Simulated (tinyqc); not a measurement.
Geometry relaxation of a small cluster: one step, computed by the program tinyqc.

E = sum_(i<j) phi(r_ij), phi(r) = eps [exp(-2 alpha (r - r0)) - 2 exp(-alpha (r - r0))]; the force on i is -sum_j phi'(r_ij) (R_i - R_j)/r_ij.

Problem. The first two steps. FIRE with unit mass: if F.v > 0, v = (1 - a) v + a |v| F/|F|, and after more than 5 such steps in a row dt = min(1.1 dt, 5 dt0), a = 0.99 a; else v = 0, a = 0.1, and dt = dt/2 (not at the first step). Then v = v + dt F, R(new) = R + dt v. dt0 = sqrt(eta), a = 0.1 at first. No atom moves more than 0.3 angstrom a step (the whole step is scaled). Stop when the largest force component is below 1e-5 eV/angstrom.

Inputs (values chosen for the exercise, for model atoms):
```
quantity,value,unit
length r0,2.35,angstrom
well depth eps,0.51,eV
stiffness alpha,1.8,1/angstrom
step factor eta,0.061,angstrom^2/eV
```

Potential: Morse. Method: FIRE.

starting positions (angstrom):
```
,x,y,z
atom 1,0.02,-0.2,0.05
atom 2,2.45,0.05,-0.1
atom 3,1.29,2.11,-0.21
atom 4,1.06,0.51,1.78
```

Give: positions after step 1; energy after step 1; positions after step 2; energy after step 2.

Solution.

positions after step 1 (angstrom):
```
,x,y,z
atom 1,0.0115,-0.1997,-0.0144
atom 2,2.4299,0.0524,-0.0944
atom 3,1.2763,2.0683,-0.1883
atom 4,1.1023,0.5490,1.8171
```

energy after step 1 = -2.9275 eV

positions after step 2 (angstrom):
```
,x,y,z
atom 1,0.0212,-0.1801,-0.0974
atom 2,2.3956,0.0487,-0.0834
atom 3,1.2441,1.9939,-0.1463
atom 4,1.1591,0.6075,1.8471
```

energy after step 2 = -3.0046 eV
